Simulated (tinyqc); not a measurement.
Worked calculation: coupled-perturbed Hartree-Fock on RHF in the 6-31g basis, for H3-, spin multiplicity 1. The basis has no diffuse functions, so it cannot describe the extra electron: this is an exercise in the method, not the real anion. One step of it, computed by the program tinyqc.

Question. Response to a field: uncoupled start. Field along z; U_ai = -mu_ai / (e_a - e_i), alpha = -4 sum U_ai mu_ai.

orbital energies (hartree): MO1 -0.235138, MO2 0.023558, MO3 0.454314, MO4 1.345380, MO5 1.396883, MO6 1.406861

dipole integrals <a|z|i> (bohr):
```
           i1         i2
a3  -0.501276   1.235683
a4  -0.063129  -0.144207
a5  -0.073080  -0.000117
a6  -0.038277  -0.072588
```

Give: uncoupled U; uncoupled polarisability.

Answer.

uncoupled U:
```
        i1       i2
a3  0.7271  -2.8686
a4  0.0399   0.1091
a5  0.0448   0.0001
a6  0.0233   0.0525
```

uncoupled polarisability = 15.7417 bohr^3
